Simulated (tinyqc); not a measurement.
Worked calculation: CCD on RHF in the 6-31g basis, for HeH+, spin multiplicity 1. Computed by tinyqc, a small Python program that keeps every step (integrals from PySCF). Settings: charge = 1, multiplicity = 1, basis = 6-31g, method = RHF, energy threshold = 1e-10, iteration cap = 51, orthogonalisation = symmetric, start = atomic densities, DIIS depth = 6, amplitude equations = CCD, DIIS depth for amplitudes = 6, cap on updates = 63. Command: `OMP_NUM_THREADS=1 python tinyqc.py 25764 25765 out.jsonl` (the two numbers bound the seeds that draw the settings). One thread of a shared host (Intel(R) Xeon(R) Processor @ 2.60GHz), about 0.1 s of CPU time with the checks. The early iterations of the SCF are left out here.

## One-electron integrals

Geometry (angstrom):
```
atom         x         y         z
He    0.000000  0.000000  0.000000
H     0.000000  0.000000  1.025000
```

Basis 6-31g: exponents (1/bohr^2) and contraction coefficients of normalised primitives:
```
element  l (shell)   exponent  coefficient
He           s (1)  38.421634     0.040140
He           s (1)   5.778030     0.261246
He           s (1)   1.241774     0.793185
He           s (2)   0.297964     1.000000
H            s (1)  18.731137     0.033495
H            s (1)   2.825394     0.234727
H            s (1)   0.640122     0.813757
H            s (2)   0.161278     1.000000
```

Overlap, kinetic and nuclear-attraction integrals over the contracted functions; the nuclear repulsion is the sum of Za Zb / Rab.

nuclear repulsion = 1.03254090 hartree

overlap S:
```
          1He 1s    1He 2s     2H 1s     2H 2s
1He 1s  1.000000  0.634148  0.140413  0.264454
1He 2s  0.634148  1.000000  0.380790  0.629920
2H 1s   0.140413  0.380790  1.000000  0.658292
2H 2s   0.264454  0.629920  0.658292  1.000000
```

kinetic energy T (hartree):
```
           1He 1s    1He 2s      2H 1s     2H 2s
1He 1s   2.925655  0.467227  -0.038929  0.073112
1He 2s   0.467227  0.446946   0.112661  0.145989
2H 1s   -0.038929  0.112661   1.395678  0.259735
2H 2s    0.073112  0.145989   0.259735  0.241917
```

nuclear attraction V (hartree):
```
           1He 1s     1He 2s      2H 1s      2H 2s
1He 1s  -5.321546  -2.340833  -0.482800  -0.931486
1He 2s  -2.340833  -2.240615  -0.938670  -1.286008
2H 1s   -0.482800  -0.938670  -2.684446  -1.413459
2H 2s   -0.931486  -1.286008  -1.413459  -1.549728
```

core Hamiltonian H = T + V (hartree):
```
           1He 1s     1He 2s      2H 1s      2H 2s
1He 1s  -2.395892  -1.873607  -0.521729  -0.858374
1He 2s  -1.873607  -1.793669  -0.826009  -1.140019
2H 1s   -0.521729  -0.826009  -1.288768  -1.153724
2H 2s   -0.858374  -1.140019  -1.153724  -1.307811
```

## Two-electron integrals

Functions are numbered as in S; the eight-fold symmetry (ij|kl) = (ji|kl) = (kl|ij) leaves the list below.

Two-electron integrals (ij|kl) in chemists' order, unique and non-zero (hartree):
```
(11|11) 1.543936   (21|11) 0.785447   (21|21) 0.427025   (22|11) 0.803952
(22|21) 0.476190   (22|22) 0.615938   (31|11) 0.154004   (31|21) 0.086267
(31|22) 0.100738   (31|31) 0.022033   (32|11) 0.252340   (32|21) 0.153937
(32|22) 0.212004   (32|31) 0.043930   (32|32) 0.117086   (33|11) 0.513130
(33|21) 0.322676   (33|22) 0.480172   (33|31) 0.100867   (33|32) 0.326885
(33|33) 1.076566   (41|11) 0.311235   (41|21) 0.171242   (41|22) 0.194635
(41|31) 0.037103   (41|32) 0.068782   (41|33) 0.147750   (41|41) 0.070177
(42|11) 0.425417   (42|21) 0.256868   (42|22) 0.348016   (42|31) 0.060837
(42|32) 0.144591   (42|33) 0.358095   (42|41) 0.108831   (42|42) 0.214552
(43|11) 0.331396   (43|21) 0.207060   (43|22) 0.304869   (43|31) 0.060919
(43|32) 0.187261   (43|33) 0.578470   (43|41) 0.093461   (43|42) 0.221604
(43|43) 0.329423   (44|11) 0.445390   (44|21) 0.277046   (44|22) 0.407775
(44|31) 0.072269   (44|32) 0.207191   (44|33) 0.587396   (44|41) 0.121128
(44|42) 0.281119   (44|43) 0.361304   (44|44) 0.453150
```

## Orthogonalisation

S = U s U^T; symmetric (Loewdin) form X = U s^(-1/2) U^T, so that X^T S X = 1.

eigenvalues of S: 0.206942  0.382180  1.024279  2.386599

X:
```
           1He 1s     1He 2s      2H 1s      2H 2s
1He 1s   1.232705  -0.489001   0.010482   0.056505
1He 2s  -0.489001   1.502157  -0.047116  -0.471431
2H 1s    0.010482  -0.047116   1.248287  -0.458752
2H 2s    0.056505  -0.471431  -0.458752   1.468060
```

## Iteration 8 (converged): orbitals

converged F (hartree):
```
           1He 1s     1He 2s      2H 1s      2H 2s
1He 1s  -1.082464  -1.332943  -0.512112  -0.718012
1He 2s  -1.332943  -0.941213  -0.561147  -0.662827
2H 1s   -0.512112  -0.561147  -0.350931  -0.623830
2H 2s   -0.718012  -0.662827  -0.623830  -0.606451
```

Diagonalise F' = X^T F X, C = X C', fill 1 alpha and 1 beta electrons from the bottom; D = 2 C_occ C_occ^T. Each column has its largest component positive (the first on a tie).

F' = X^T F X (hartree):
```
           1          2          3          4
1  -0.336548  -1.183376  -0.167878  -0.164963
2  -1.183376   0.075867  -0.192517  -0.217340
3  -0.167878  -0.192517   0.069986  -0.482016
4  -0.164963  -0.217340  -0.482016  -0.100054
```

orbital energies (hartree): MO1 -1.470794, MO2 -0.368893, MO3 0.474608, MO4 1.074331

coefficients C:
```
             MO1        MO2        MO3        MO4
1He 1s  0.593662  -0.230273   0.020579  -1.164518
1He 2s  0.432285  -0.510479  -0.236478   1.488853
2H 1s   0.152105   0.414642  -1.254504  -0.046476
2H 2s   0.033540   0.861417   1.280805  -0.455485
```

D after iteration 8:
```
          1He 1s    1He 2s     2H 1s     2H 2s
1He 1s  0.704870  0.513263  0.180598  0.039823
1He 2s  0.513263  0.373741  0.131506  0.028998
2H 1s   0.180598  0.131506  0.046272  0.010203
2H 2s   0.039823  0.028998  0.010203  0.002250
```

## Convergence

Stop when the energy changes by less than 1e-10 hartree and every element of the error matrix X^T (F D S - S D F) X is below 3e-06.

Course of the cycle:
```
iteration  E (hartree)     change  largest element of the error matrix
1          -2.32197320          -                             2.29e-01
2          -2.88659307  -5.65e-01                             9.66e-02
3          -2.89188702  -5.29e-03                             3.07e-02
4          -2.89263149  -7.44e-04                             4.20e-03
5          -2.89263596  -4.47e-06                             1.99e-04
6          -2.89263600  -4.17e-08                             2.93e-05
7          -2.89263600  -4.81e-10                             1.40e-08
8          -2.89263600   1.78e-15                             4.77e-09
```

PySCF RHF in the same basis = -2.89263600 hartree

Converged in 8 iterations.

## Integrals over molecular orbitals

(pq|rs) = sum C_ip C_jq C_kr C_ls (ij|kl), one index at a time.

one-electron integrals over orbitals h = C^T H C (hartree):
```
           1          2          3          4
1  -2.454382   0.159962   0.003126   0.269414
2   0.159962  -1.258676   0.186402  -0.187942
3   0.003126   0.186402  -0.367005  -0.023556
4   0.269414  -0.187942  -0.023556  -0.357674
```

Two-electron integrals over orbitals (pq|rs), unique and non-zero (hartree):
```
(11|11) 0.983588    (21|11) -0.159962   (21|21) 0.089218    (22|11) 0.489501
(22|21) 0.050982    (22|22) 0.575891    (31|11) -0.003126   (31|21) -0.032458
(31|22) -0.063574   (31|31) 0.028703    (32|11) -0.109430   (32|21) -0.034389
(32|22) -0.147265   (32|31) 0.054203    (32|32) 0.137229    (33|11) 0.435158
(33|21) 0.082329    (33|22) 0.576242    (33|31) -0.087862   (33|32) -0.192187
(33|33) 0.639196    (41|11) -0.269414   (41|21) 0.085345    (41|22) -0.050025
(41|31) -0.006534   (41|32) 0.012965    (41|33) -0.018831   (41|41) 0.194165
(42|11) 0.136644    (42|21) -0.032293   (42|22) 0.028566    (42|31) -0.001358
(42|32) -0.020242   (42|33) 0.023841    (42|41) -0.073827   (42|42) 0.039375
(43|11) 0.008511    (43|21) -0.009213   (43|22) -0.017452   (43|31) 0.007805
(43|32) 0.005064    (43|33) -0.020282   (43|41) 0.009158    (43|42) 0.000022
(43|43) 0.008465    (44|11) 0.813085    (44|21) -0.139533   (44|22) 0.411687
(44|31) 0.010840    (44|32) -0.067519   (44|33) 0.360180    (44|41) -0.212474
(44|42) 0.104894    (44|43) 0.014604    (44|44) 0.731797
```

## CCD: starting amplitudes

t_ij^ab = <ij||ab> / (e_i + e_j - e_a - e_b), whose energy is MP2.

Starting amplitudes (spin orbitals 1a, 1b, ...; amplitudes related by a flip of all spins are not repeated):
```
from      to          t
1a 1b  2a 2b  -0.040484
1a 1b  4a 4b  -0.038145
1a 1b  2a 4b  -0.023401
1a 1b  2a 3b   0.010651
1a 1b  3a 3b  -0.007377
1a 1b  3a 4b   0.001455
```

correlation energy = -0.01593479 hartree

## CCD: amplitude update 1

t_ij^ab D_ij^ab are set to the remaining terms of the spin-orbital equations, evaluated with the old amplitudes; for the doubles these are <ij||ab> + 1/2 <ab||ef> t_ij^ef + 1/2 <mn||ij> t_mn^ab + P(ij)P(ab) <mb||ej> t_im^ae + terms in t^2, D the orbital-energy denominators.

Amplitudes after update 1 (spin orbitals 1a, 1b, ...; amplitudes related by a flip of all spins are not repeated):
```
from      to          t
1a 1b  4a 4b  -0.047066
1a 1b  2a 2b  -0.046829
1a 1b  2a 4b  -0.031488
1a 1b  2a 3b   0.010827
1a 1b  3a 3b  -0.005825
1a 1b  3a 4b   0.002415
```

correlation energy = -0.01959277 hartree

## CCD: convergence

E_corr = 1/4 sum <ij||ab> t_ij^ab; stop when the norm of the change is below 1e-8.

Course of the amplitude iterations:
```
update  correlation energy (hartree)  norm of the change
0                        -0.01593479                   -
1                        -0.01959277            3.19e-02
2                        -0.02056147            8.78e-03
3                        -0.02092370            2.45e-03
4                        -0.02092186            5.07e-05
5                        -0.02092182            1.81e-06
6                        -0.02092182            3.16e-08
7                        -0.02092182            1.34e-09
```

Converged amplitudes (spin orbitals 1a, 1b, ...; amplitudes related by a flip of all spins are not repeated):
```
from      to          t
1a 1b  4a 4b  -0.049949
1a 1b  2a 2b  -0.049061
1a 1b  2a 4b  -0.034875
1a 1b  2a 3b   0.010774
1a 1b  3a 3b  -0.005403
1a 1b  3a 4b   0.002985
```

CCD total energy = -2.91355782 hartree

Converged in 7 updates, with DIIS from the third.
